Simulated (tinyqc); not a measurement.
Worked calculation: tight binding, kagome lattice. One step of it, computed by the program tinyqc.

Problem. Bloch Hamiltonian at K. H_AB = -t1 - t2 exp(-i k.a1), H_AC = -t1 - t2 exp(-i k.a2), H_BC = -t1 - t2 exp(i k.(a1 - a2)), H_CC = delta.

Parameters chosen for this model:
```
parameter     value                unit
t1         0.640000    eV, up triangles
t2         1.130000  eV, down triangles
delta      0.220000        eV on site C
```

k point K (fractions of the reciprocal vectors): 0.333333  0.666667

Give: H(k) at K.

Solution.

H(k) at K (eV), lower triangle (Hermitian):
```
                 A                B       C
A           0.0000
B  -0.0750-0.9786i           0.0000
C  -0.0750+0.9786i  -0.0750-0.9786i  0.2200
```
